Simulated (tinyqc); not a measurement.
Stretching all distances: RHF, UHF, MP2, CISD and CCSD against full CI in the 6-31g basis, for H2, spin multiplicity 1. Computed by the program tinyqc with PySCF. Command: `OMP_NUM_THREADS=1 python tinyqc.py 113927 113928 out.jsonl`; one thread of a shared host (Intel(R) Xeon(R) Processor @ 2.60GHz), about 5 s.

Geometry (angstrom):
```
atom,x,y,z
H,0.0000,0.0000,0.0000
H,0.0000,0.0000,0.7040
```

All coordinates are multiplied by the scale. c0^2 is the weight of the RHF determinant in the lowest singlet FCI state (UHF is spin-contaminated and may lie near states of higher spin) and n(LUMO) the first natural occupation beyond the occupied space.

Full CI energy (hartree) and errors against it (kcal/mol):
```
scale,distance 1-2 (angstrom),E(FCI),RHF,UHF,MP2,CISD,CCSD,<S^2> UHF,c0^2,n(LUMO)
0.900,0.634,-1.14095,14.196,14.196,4.021,0.000,0.000,0.000,0.989,0.016
1.120,0.788,-1.15064,16.339,16.339,5.102,0.000,0.000,0.000,0.984,0.027
1.350,0.950,-1.13398,19.071,19.071,6.663,0.000,0.000,0.000,0.975,0.046
1.570,1.105,-1.11044,22.460,22.460,8.728,0.000,0.000,0.000,0.963,0.071
1.800,1.267,-1.08541,27.033,25.954,11.590,0.000,0.000,0.201,0.943,0.110
2.020,1.422,-1.06390,32.505,24.313,15.043,0.000,0.000,0.493,0.918,0.160
2.240,1.577,-1.04581,39.070,20.068,19.169,0.000,0.000,0.677,0.885,0.225
2.470,1.739,-1.03080,47.012,15.077,24.076,0.000,0.000,0.799,0.844,0.306
2.690,1.894,-1.01997,55.431,10.814,29.100,0.000,0.000,0.872,0.800,0.393
```

UHF parts from RHF first at scale 1.8 of those listed, where <S^2> leaves zero. The weight c0^2 goes from 0.99 to 0.80 and n(LUMO) from 0.02 to 0.39: static correlation grows as the bonds break into open-shell fragments. The spread of the error along the curve, which distorts its shape, is CISD 0.0, CCSD 0.0, UHF 15.1, MP2 25.1, RHF 41.2 kcal/mol. With two electrons CISD and CCSD are exact.
